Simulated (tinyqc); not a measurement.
Carrier lifetime of an n-type layer with SRH, radiative, Auger and surface recombination: lifetime against injection.

Uniform excess density dn = dp (no trapping), n = n0 + dn, p = p0 + dn, Boltzmann statistics, full ionisation. Surfaces enter as a rate 2 S dn/d, which holds while diffusion to them is fast.

ni = sqrt(Nc Nv) exp(-Eg/(2 Vt)), Eg in volts; majority density N/2 + sqrt(N^2/4 + ni^2), n0 p0 = ni^2; n1 = Nc exp(-Et/Vt), p1 = Nv exp((Et - Eg)/Vt); tn0 = 1/(sn vth Nt), tp0 = 1/(sp vth Nt). With e = n p - ni^2 = dn (n0 + p0 + dn): U_SRH = e/(tp0 (n + n1) + tn0 (p + p1)), U_rad = B e, U_Aug = (Cn n + Cp p) e, U_s = 2 S dn/d. Each tau is dn over its rate; tau = dn/U with U the sum.

Parameters, values chosen for the exercise; band and dielectric values those of a made-up semiconductor:
- T = 300 K (temperature)
- Eg = 1.18 eV (band gap)
- Nc = 3.13e19 cm^-3 (conduction-band density of states at T)
- Nv = 3.26e19 cm^-3 (valence-band density of states at T)
- B = 5.65e-15 cm^3/s (radiative coefficient)
- N = 2e14 cm^-3 (donor density)
- Cn = 2.8e-31 cm^6/s (Auger coefficient (two electrons))
- Cp = 1.4e-31 cm^6/s (Auger coefficient (two holes))
- Nt = 2.3e13 cm^-3 (trap density)
- sn = 1e-16 cm^2 (capture cross-section for electrons)
- sp = 1e-16 cm^2 (capture cross-section for holes)
- vth = 1.3e7 cm/s (thermal velocity (both carriers))
- Et = 0.92 eV (trap level below the conduction band)
- S = 0 cm/s (surface recombination velocity (both faces))
- d = 1 um (sample thickness)

Constants: q = 1.602176634e-19 C, kB = 1.380649e-23 J/K, Vt = kB T/q. Results are converted to the units shown.

Result of one run:

| dn (cm^-3) | tau_SRH (s) | tau_rad (s) | tau_Aug (s) | tau (s) | radiative share (%) | largest path |
|---|---|---|---|---|---|---|
| 1e18 | 6.693e-5 | 1.770e-4 | 2.380e-6 | 2.269e-6 | 1.282 | Auger |

What becomes of these results when the excess density dn is changed from 1e18 to 1e19 cm^-3, all else the same?

Result of the changed run:

| dn (cm^-3) | tau_SRH (s) | tau_rad (s) | tau_Aug (s) | tau (s) | radiative share (%) | largest path |
|---|---|---|---|---|---|---|
| 1e19 | 6.689e-5 | 1.770e-5 | 2.381e-8 | 2.377e-8 | 0.1343 | Auger |

The whole series:

| dn (cm^-3) | tau_SRH (s) | tau_rad (s) | tau_Aug (s) | tau (s) | radiative share (%) | largest path |
|---|---|---|---|---|---|---|
| 1e11 | 2.671e-4 | 0.8845 | 89.17 | 2.670e-4 | 0.03018 | SRH |
| 1e12 | 2.662e-4 | 0.8806 | 88.18 | 2.661e-4 | 0.03022 | SRH |
| 1e13 | 2.576e-4 | 0.8428 | 79.10 | 2.576e-4 | 0.03056 | SRH |
| 1e14 | 2.004e-4 | 0.5900 | 34.01 | 2.003e-4 | 0.03396 | SRH |
| 1e15 | 1.003e-4 | 0.1475 | 1.751 | 1.002e-4 | 0.06793 | SRH |
| 1e16 | 7.082e-5 | 0.01735 | 0.02304 | 7.031e-5 | 0.4052 | SRH |
| 1e17 | 6.729e-5 | 0.001766 | 2.373e-4 | 5.091e-5 | 2.882 | SRH |
| 1e18 | 6.693e-5 | 1.770e-4 | 2.380e-6 | 2.269e-6 | 1.282 | Auger |
| 1e19 | 6.689e-5 | 1.770e-5 | 2.381e-8 | 2.377e-8 | 0.1343 | Auger |

SRH recombination leads at dn = 1e11, Auger from 1e18 on. The total lifetime falls from 2.67e-4 to 2.38e-8 s. tau_SRH goes from 2.67e-4 s (low-injection limit 2.67e-4 s) to 6.69e-5 s (high-injection limit tn0 + tp0 = 6.69e-5 s). Between the last two rows tau_rad goes as dn^(-1.00) and tau_Aug as dn^(-2.00); the radiative share goes from 0.0302 through a maximum of 2.88 (at dn = 1e17 among the rows listed) to 0.134 %. For dn = 1e19 the carriers are degenerate, where B and the Auger coefficients no longer stay constant.

tinyqc, about 0.01 s, one thread, Intel Xeon 2.30GHz (shared host): `OMP_NUM_THREADS=1 python tinyqc.py 2300003 2300004 out.jsonl`
